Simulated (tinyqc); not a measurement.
# Segment and feed resistance from two drops

Problem. A rail is fed at one end through Rq; K loads of Ij follow, each after a segment Rs. The drop at load j is K Ij Rq + Rs Ij sum_(l=1..j) (K - l + 1). Find Rs, Rq and the worst drop, at the middle, if the rail were fed through Rq at both ends: K Ij Rq/2 + Rs Ij K^2/8 with the load taken as continuous.

Parameters, values chosen for the exercise:
- K = 8 (number of equal loads)
- Ij = 0.26 mA (current of each load)

drops at the first and at the last load (mV): [0.52832000, 1.8387200]

Solution. The difference of the two drops is Rs Ij K (K - 1)/2, which gives Rs; the first drop then gives Rq.

Rs = 0.1800 ohm
Rq = 0.07400 ohm
drop at the middle with two feeds = 0.4514 mV

tinyqc, about 0.06 s, one thread, Intel Xeon 2.30GHz (shared host): `OMP_NUM_THREADS=1 python tinyqc.py 2770174 2770175 out.jsonl`
